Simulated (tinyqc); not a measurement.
p-n heterojunction, non-linear Poisson equation by Newton steps, Fermi-Dirac statistics: two steps of the calculation.

One dimension, material 1 (p-type) at x < 0 and material 2 (n-type) at x > 0. Band edges: Ec = -psi in material 1 and -psi + dEc in material 2, Ev = Ec - Eg. Flat quasi-Fermi levels: 0 for holes, +V for electrons. n = Nc F((EFn - Ec)/Vt), p = Nv F((Ev - EFp)/Vt), with F(eta) = F_1/2(eta) = (2/sqrt(pi)) int_0^infinity sqrt(u) du/(1 + exp(u - eta)) (Fermi-Dirac statistics); full ionisation, no interface charge, classical densities; the doping types are chosen for the exercise.

Inputs (values chosen for the exercise); band and dielectric values close to those of CdS and CdTe: temperature T = 250 K; band gap of material 1 Eg1 = 2.43 eV; conduction-band density of states of material 1 Nc1 = 1.66e18 cm^-3; valence-band density of states of material 1 Nv1 = 1.38e19 cm^-3; band gap of material 2 Eg2 = 1.53 eV; conduction-band density of states of material 2 Nc2 = 6.2e17 cm^-3; valence-band density of states of material 2 Nv2 = 1.37e19 cm^-3; conduction-band offset Ec2 - Ec1 dEc = 0.1 eV; acceptor density of material 1 N1 = 7.4e16 cm^-3; donor density of material 2 N2 = 2.5e16 cm^-3; bias of side 1 against side 2 V = 0 V.

Constants: q = 1.602176634e-19 C, kB = 1.380649e-23 J/K, Vt = kB T/q. Results are converted to the units shown.

Problem 1. Densities, residual and Jacobian diagonal. n_i = Nc F(a_n), a_n = (V - Ec_i)/Vt; p_i = Nv F(a_p), a_p = (Ec_i - Eg)/Vt; rho_i = p_i - n_i + C_i with C = -N1 or +N2; g_i = (Nc F'(a_n) + Nv F'(a_p))/Vt with F' = F_-1/2(eta) = (1/sqrt(pi)) int_0^infinity u^(-1/2) du/(1 + exp(u - eta)). Box widths w_i = (h_(i-1) + h_i)/2 in cm. Residual F_i = a_i (psi_(i+1) - psi_i) - a_(i-1) (psi_i - psi_(i-1)) + q rho_i w_i; Jacobian: a_(i-1) and a_i beside the diagonal, b_i = -a_(i-1) - a_i - q g_i w_i on it. The two end nodes are fixed.

```
node  x (nm)  psi at the start (V)  material
0       -253            -2.3174046         1
1       -154            -2.2970282         1
2      -91.8            -2.1858666         1
3      -52.8            -1.9309070         1
4      -28.2            -1.6228600         1
5      -12.8            -1.3714323         1
6      -3.05            -1.1981949         1
7       3.05            -1.0880750         2
8       19.7            -0.7977518         2
9       65.4            -0.2457974         2
10       190             0.0243646         2
11       532             0.0311347         2
```

coupling a_i, interval 0 to 10 (F/cm^2): 8.0492616e-8  1.2811526e-7  2.0432741e-7  3.2393370e-7  5.1745253e-7  8.1730964e-7  1.3880028e-6  5.4241871e-7  1.9762082e-7  7.2482115e-8  2.6407227e-8
psi_L = -2.3174046 V
psi_R = 0.031134678 V

Wanted: n; p; residual F; diagonal b.

Solution 1.

```
node  n (cm^-3)  p (cm^-3)
0     3.186e-29   7.400e16
1     8.205e-29   2.877e16
2     1.429e-26   1.653e14
3     1.971e-21    1.198e9
4     3.197e-15      739.0
5     3.743e-10   0.006311
6      1.163e-6   2.031e-6
7      6.948e-7   1.753e12
8        0.4949    2.461e6
9      6.629e10   1.838e-5
10     1.833e16  6.577e-11
11     2.500e16  4.803e-11
```

```
node  residual F (1e-8 C/cm^2)  diagonal b (F/cm^2)
1                       -4.580            -1.932e-6
2                       -2.200            -3.387e-7
3                        0.999            -5.283e-7
4                        0.660            -8.414e-7
5                       -0.342            -1.335e-6
6                        0.186            -2.205e-6
7                        0.919            -1.930e-6
8                       -3.591            -7.400e-7
9                       -5.539            -2.701e-7
10                       0.554            -3.246e-6
```

Problem 2. Newton step. Solve the tridiagonal system a_(i-1) d_(i-1) + b_i d_i + a_i d_(i+1) = -F_i for nodes 1 to 10, with d = 0 on fixed nodes. If the largest |d| exceeds 4 Vt, the whole step is scaled down so that it equals 4 Vt.

coupling a_i, interval 0 to 10 (F/cm^2): 8.0492616e-8  1.2811526e-7  2.0432741e-7  3.2393370e-7  5.1745253e-7  8.1730964e-7  1.3880028e-6  5.4241871e-7  1.9762082e-7  7.2482115e-8  2.6407227e-8

```
node  diagonal b (F/cm^2)  residual F (C/cm^2)
1           -2.4329120e-6        -3.8947680e-8
2           -3.7195163e-7        -1.8875300e-8
3           -5.2826139e-7         8.7818562e-9
4           -8.4138623e-7         5.8048271e-9
5           -1.3347622e-6        -3.0086999e-9
6           -2.2053124e-6         1.6370604e-9
7           -1.9308864e-6         8.0848136e-9
8           -7.4003954e-7        -3.1571655e-8
9           -2.7010301e-7        -4.8695314e-8
10          -3.0093598e-6         4.6613502e-9
```

psi after iteration 1, node 0 to 11 (V): -2.3174046  -2.3025345  -2.2256900  -1.9804445  -1.6822519  -1.4385354  -1.2696740  -1.1622931  -0.8810276  -0.3319707  0.0226466  0.0311347

Find: Newton step d, before damping; psi after iteration 2.

Solution 2.

Newton step d, before damping, node 1 to 10 (V): -0.0281  -0.2303  -0.3092  -0.3861  -0.4455  -0.4794  -0.5005  -0.5700  -0.6008  -0.0129
psi after iteration 2, node 0 to 11 (V): -2.317  -2.307  -2.259  -2.025  -1.738  -1.502  -1.338  -1.234  -0.963  -0.418  0.021  0.031

tinyqc, about 0.3 s, one thread, Intel Xeon 2.30GHz (shared host): `OMP_NUM_THREADS=1 python tinyqc.py 2040146 2040147 out.jsonl`
